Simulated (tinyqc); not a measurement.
## Nanowire ballistic transistor, top-of-the-barrier model: effect of the temperature

At the top of the source barrier, states moving towards the drain are filled by the source (Fermi level 0) and states moving back by the drain (Fermi level -q Vd); nothing scatters. U is the shift of the band edge there, set by the capacitances CG, CD and CS (the total) and by the charge. Parabolic one-dimensional subbands; the source is grounded.

N0 = gv sqrt(2 m kB T/pi)/hbar, CG = 2 pi eps0 eox/ln(1 + 2 tox/d), CS = CG/aG, n0 = n at U = 0 and Vd = 0. eta1 = -(E0 + U)/Vt, eta2 = eta1 - Vd/Vt, n = (N0/2)[F_(-1/2)(eta1) + F_(-1/2)(eta2)], F_(-1/2)(x) = (1/sqrt(pi)) int_0^infinity u^(-1/2)/(1 + exp(u - x)) du. Each F is summed over the two subbands, F(eta) + F(eta - dE/Vt), which share the mass. U = UL + q (n - n0)/CS with UL = -(aG Vg + aD Vd), energies in eV. I = gv (2 q^2/h) Vt [ln(1 + exp eta1) - ln(1 + exp eta2)], summed over both subbands. CQ = (q/Vt) dn/d(eta1). E0 is held fixed.

Parameters, values chosen for the exercise; mass and valleys close to those of indium arsenide:
- m = 0.0297 m0 (effective mass)
- gv = 1 (valley degeneracy)
- eox = 9 (relative permittivity of the gate insulator)
- tox = 1.5 nm (insulator thickness)
- d = 5 nm (wire diameter)
- dE = 0.16 eV (offset of a second subband (0: none))
- aG = 0.92 (gate control CG/CS)
- aD = 0.009 (drain control CD/CS)
- E0 = 0.28 eV (band edge at the barrier top above the source Fermi level at zero bias)
- Vg = 0.8 V (gate voltage)
- Vd = 0.8 V (drain voltage)

Constants: q = 1.602176634e-19 C, kB = 1.380649e-23 J/K, hbar = 1.054571817e-34 J s, h = 6.62607015e-34 J s, m0 = 9.1093837015e-31 kg, Vt = kB T/q, eps0 = 8.8541878128e-14 F/cm where lengths are in cm. Results are converted to the units shown.

Effect of the temperature:

| T (K) | eta1 | n (cm^-1) | I (uA) | mean velocity I/(q n) (cm/s) | CQ/CS |
|---|---|---|---|---|---|
| 50 | 97.081 | 3.2457e6 | 52.422 | 1.0081e8 | 0.068337 |
| 77 | 63.040 | 3.2454e6 | 52.423 | 1.0082e8 | 0.068360 |
| 120 | 40.452 | 3.2446e6 | 52.424 | 1.0085e8 | 0.068418 |
| 180 | 26.969 | 3.2429e6 | 52.428 | 1.0091e8 | 0.068544 |
| 240 | 20.229 | 3.2406e6 | 52.433 | 1.0099e8 | 0.068732 |
| 300 | 16.185 | 3.2374e6 | 52.440 | 1.0110e8 | 0.068995 |
| 360 | 13.489 | 3.2334e6 | 52.449 | 1.0124e8 | 0.069347 |
| 420 | 11.564 | 3.2285e6 | 52.462 | 1.0142e8 | 0.069793 |

As T goes from 50 to 420 K, n falls from 3.25e6 to 3.23e6 cm^-1, the mean velocity rises from 1.008e8 to 1.014e8 cm/s and the current stays near 52.4 uA. CQ/CS goes from 0.068 to 0.070. In every row the source Fermi level lies over 0.3 eV above the band edge, where a light band is no longer parabolic.

tinyqc, about 0.06 s, one thread, Intel Xeon 2.30GHz (shared host): `OMP_NUM_THREADS=1 python tinyqc.py 2400016 2400017 out.jsonl`
